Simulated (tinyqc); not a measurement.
What moves the results: sp3s* tight binding with spin-orbit coupling. A value that a table varies takes the place of the one given here.

sp3s* tight binding, nearest neighbours only: anion (a) at 0, cation (c) at a/4 (1,1,1), orbitals s, px, py, pz, s* on each; k in units of 2 pi/a. With phases e_j = exp(i (pi/2) k.n_j) for n = (1,1,1), (1,-1,-1), (-1,1,-1), (-1,-1,1): g0 = (e1+e2+e3+e4)/4, g1 = (e1+e2-e3-e4)/4, g2 = (e1-e2+e3-e4)/4, g3 = (e1-e2-e3+e4)/4. The diagonal holds the levels Esa, Epa, Exa (s*) and Esc, Epc, Exc. Anion-cation block: <sa|sc> = Vss g0; <sa|xc> = Vsapc g1; <xa|sc> = -Vscpa g1; <xa|xc> = Vxx g0; <xa|yc> = <ya|xc> = Vxy g3, <xa|zc> = <za|xc> = Vxy g2, <ya|zc> = <za|yc> = Vxy g1; <s*a|xc> = Vxapc g1; <xa|s*c> = -Vpaxc g1; y and z take g2 and g3 in place of g1; s-s* and s*-s* vanish.

Spin-orbit coupling acts within the p shell of each atom as (D/3) L.sigma, D = Da or Dc: it puts four states at Ep + D/3 and two at Ep - 2D/3.

Values chosen for the exercise (near a published set for Si, fitted to gaps, whose masses and valley positions are rough; spin-orbit coupling, where it is added without a refit, lifts the valence top and shrinks all gaps by about a third of the splitting; shifted at random, so the results belong to these values and not to a real crystal): Esa = -4.26 eV (s level of the anion); Epa = 1.723 eV (p level of the anion); Esc = -4.26 eV (s level of the cation); Epc = 1.723 eV (p level of the cation); Exa = 6.637 eV (s* level of the anion); Exc = 6.637 eV (s* level of the cation); Vss = -8.238 eV (s-s); Vxx = 1.717 eV (px-px); Vxy = 4.602 eV (px-py); Vsapc = 5.771 eV (s anion, p cation); Vscpa = 5.771 eV (s cation, p anion); Vxapc = 5.321 eV (s* anion, p cation); Vpaxc = 5.321 eV (p anion, s* cation); Da = 0.045 eV (atomic spin-orbit splitting, anion); Dc = 0.045 eV (the same, cation); eta = 2 (scaling exponent); D001 = 0.76 (ratio -ezz/exx).

## What the s* orbital does

The s* couplings Vxapc and Vpaxc are scaled by f; f = 0 is the plain sp3 model. Gaps from the top of the valence band at Gamma; the Delta value is the minimum on (x,0,0), 0.5 <= x <= 1.

Gaps (eV):
```
f      Gamma   Delta       L  x of the minimum
0.00  3.3890  4.0889  3.9835             0.500
0.25  3.3890  3.7993  3.7968             0.500
0.50  3.3890  3.1451  3.3771             0.551
0.75  3.3890  2.2027  2.9003             0.696
0.90  3.3890  1.5971  2.6224             0.722
1.00  3.3890  1.1929  2.4456             0.731
1.10  3.3890  0.7914  2.1140             0.736
```

What does this show, and why?

The gap at Gamma stays, since g1 to g3 vanish there. From f = 0 to 1 the s* levels lower the Delta value by 2.896 eV and L by 1.538 eV. For f = 0 and 0.25 the least value lies at x = 0.5, the end of the range: any valley further out lies above that value until s* has lowered it enough. The lowest of the three is Gamma at f = 0 and the Delta line at f = 1.

## Hydrostatic strain (sp3s* tight binding with spin-orbit coupling, strained)

Strain e moves each bond vector to d = (1 + e) d0 (no internal displacement for the diagonal strains used here) and k is given in fractions of the strained reciprocal cell, so the phases stay. Two-centre values Vss_sigma = Vss/4, Vsp_sigma = sqrt3 V/4 for each s-p and s*-p pair, Vpp_sigma = (Vxx + 2 Vxy)/4, Vpp_pi = (Vxx - Vxy)/4 are scaled by (d0/d)^eta and combined with the new direction cosines; the levels on the diagonal stay.

exx = eyy = ezz = e. Gaps as measured from the top of the valence band; the deformation potentials are (gap(0.01) - gap(-0.01))/0.06.

Gaps (eV):
```
e       Gamma   Delta       L  x of the minimum
-0.03  3.6047  1.2138  2.5628             0.720
-0.02  3.5306  1.2070  2.5525             0.724
-0.01  3.4587  1.2001  2.5421             0.727
0.00   3.3890  1.1929  2.4456             0.731
0.01   3.3213  1.1855  2.3436             0.735
0.02   3.2557  1.1780  2.2443             0.738
0.03   3.1919  1.1703  2.1478             0.742
```

gap deformation potentials (eV): Gamma -2.290, Delta -0.242, L -3.309

What does this show, and why?

Per unit of volume strain the gaps move by -2.29 (Gamma), -0.24 (Delta) and -3.31 eV (L). The lowest valley stays the Delta line over the range. These potentials follow from the one exponent eta, which fitted models replace by one for each integral; with it the sizes are rough, the sign for Delta can be wrong (in Si, Ge and the III-V crystals measured values are small and positive), and the pressures at which valleys cross, and which valley takes over, are rough too. A gap of zero, where one is listed, marks an s level that has sunk below the valence top.

## Biaxial strain splits the top of the valence band (sp3s* tight binding, strained)

No spin-orbit coupling; k = 0; exx = eyy = e, ezz = -D001 e. The four bonds keep equal lengths, and the sums over them give Vxx(e) for px and py and Vzz(e) for pz; each level is the lower root of [[Epa, V], [V, Epc]], and the s level the upper root of the s block. The shear potential b follows from E(x,y) - E(z) = 3 b (exx - ezz), taken as the slope between e = -0.005 and 0.005.

Couplings and levels at Gamma (eV):
```
e           ezz  Vxx(e)  Vzz(e)   E(x,y)     E(z)  E(x,y) - E(z) (meV)  upper s level
-0.020   0.0152  1.6339  1.9679   0.0891  -0.2449                333.9         4.1136
-0.010   0.0076  1.6763  1.8408   0.0467  -0.1178                164.5         4.0459
-0.005   0.0038  1.6969  1.7785   0.0261  -0.0555                 81.6         4.0120
0.005   -0.0038  1.7367  1.6563  -0.0137   0.0667                -80.4         3.9439
0.010   -0.0076  1.7559  1.5964  -0.0329   0.1266               -159.5         3.9098
0.020   -0.0152  1.7932  1.4791  -0.0702   0.2439               -314.1         3.8413
```

b = -3.068 eV

What can be read from the table?

Under tension in the plane (e > 0) the bonds tilt towards the plane, Vxx grows to 1.7559 and Vzz falls to 1.5964 eV at e = 0.01, and the pz state forms the top of the valence band, by 159.5 meV; under compression (e = -0.01) the px, py pair does, by 164.5 meV. The slope gives b = -3.07 eV, a rough value, since on-site strain terms are left out (measured values lie near -2 eV).

## What each parameter does

Gaps from the top of the valence band at Gamma; Delta is the minimum on (x,0,0), 0.5 <= x <= 1. A change on one sublattice alone makes the two atoms unequal. Each row changes one parameter from the base and keeps the others.

Results:
```
case              Ev (eV)  gap Gamma (eV)  gap Delta (eV)  gap L (eV)
base               0.0210          3.3890          1.1929      2.4456
Vss = -8.038 eV    0.0210          3.3890          1.2064      2.3834
Vpaxc = 5.021 eV   0.0210          3.3890          1.3016      2.4635
Esa = -3.96 eV     0.0210          3.3890          1.2167      2.5075
Vsapc = 5.471 eV   0.0210          3.3890          1.1111      2.3198
Exa = 6.937 eV     0.0210          3.3890          1.2458      2.4604
Epc = 2.023 eV     0.1645          3.4021          1.1173      2.3160
```

What can be read from the table?

The largest shifts from the base row, up to three for each result and ties (the steps differ in size, so this ranks the rows, not the parameters). Ev (eV): Epc +0.1435; unchanged at the printed digits by Vss, Vpaxc, Esa, Vsapc and Exa. gap Gamma (eV): Epc +0.0131; unchanged at the printed digits by Vss, Vpaxc, Esa, Vsapc and Exa. gap Delta (eV): Vpaxc +0.1087, Vsapc -0.0818, Epc -0.0756. gap L (eV): Epc -0.1296, Vsapc -0.1258, Vss -0.0622. Vpaxc, Vsapc and Exa cannot move Ev or the gap at Gamma, whose blocks do not hold them; s parameters never move Ev, and move the gap only where the lowest empty level at Gamma is s-like.

Computed by tinyqc, a small Python program: `OMP_NUM_THREADS=1 python tinyqc.py 1482689 1482690 out.jsonl` (the numbers bound the seed that draws the inputs); one thread of a shared host (Intel(R) Xeon(R) Processor @ 2.30GHz), about 0.1 s for the whole set of steps.
